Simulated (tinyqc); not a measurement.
Leakage through a gate insulator: direct, Fowler-Nordheim, trap-assisted and Poole-Frenkel currents: one step, computed by the program tinyqc.

Electrons enter from the cathode Fermi level at x = 0; the conduction band of the insulator lies phi_b - e F x above it, F = V/t. WKB exponents use a parabolic band with mass m.

Task: Field and tunnelling without traps. For a level a distance phi(x) below the band, the WKB exponent is 2 int kappa dx with kappa = sqrt(m phi/(hbar^2/2m_0)); for a linear barrier from phi_1 down to phi_2 = max(phi_1 - e F d, 0) it is G = (4/3) sqrt(m/(hbar^2/2m_0)) (phi_1^(3/2) - phi_2^(3/2))/(e F). J_tun = e^3 F^2/(16 pi^2 hbar m phi_b) x exp(-G) / [1 - sqrt(phi_2/phi_b)]^2 with the free-electron mass in the cathode (m in m_0), phi_2 = max(phi_b - e V, 0): direct tunnelling for e V < phi_b, Fowler-Nordheim above. Image forces, back-flow and the limit on supply are left out, so J_tun is overstated below about 0.5 V. Equivalent oxide thickness = 3.9 t/eps_ox.

Inputs (values chosen for the exercise, with an insulator like Al2O3):

| quantity | value | unit |
|---|---|---|
| thickness t | 8.9 | nm |
| barrier phi_b | 2.1 | eV |
| tunnelling mass m | 0.36 | m_0 |
| static constant eps_ox | 8.81 | - |
| voltage across the insulator V | 2.9 | V |

Constants: hbar^2/(2 m_0) = 3.80998212 eV angstrom^2; e = 1.602176634e-19 C; hbar = 1.054571817e-34 J s.

Give: field F; equivalent oxide thickness; WKB exponent G; tunnelling current J_tun.

Result:

field F = 3.258 MV/cm

equivalent oxide thickness = 3.940 nm

WKB exponent G = 38.28

tunnelling current J_tun = 5.146e-10 A/cm^2

The barrier is a triangle 6.44 nm long: Fowler-Nordheim tunnelling.
